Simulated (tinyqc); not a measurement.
Regular and subregular solution with a miscibility gap: one step, computed by the program tinyqc. Command: `OMP_NUM_THREADS=1 python tinyqc.py 3004568 3004569 out.jsonl regsol walk`. One thread of a shared host (Intel(R) Xeon(R) Processor @ 2.30GHz), about 0.02 s of CPU time with the checks.

Per mole of mixing sites: G(x) = x (1 - x) [L0 + L1 (1 - 2x)] + R T [x ln x + (1 - x) ln(1 - x)], x the fraction of B.

Task: Lever rule at x0. Inside the gap the B-rich phase has the fraction f = (x0 - x1)/(x2 - x1), and the gain is (1 - f) G(x1) + f G(x2) - G(x0); outside it one phase remains.

Inputs (values chosen for the exercise, for a model alloy): asymmetry L1 = 0 kJ/mol; temperature T = 855 K; overall fraction x0 = 0.7.

solubility limit x1 = 0.09656494

solubility limit x2 = 0.9034351

L0 = 19.7 kJ/mol

Constants: R = 8.314462618 J/(mol K).

Give: fraction f of the B-rich phase; free energy of decomposition.

Result:

fraction f of the B-rich phase = 0.7479

free energy of decomposition = -332.7 J/mol
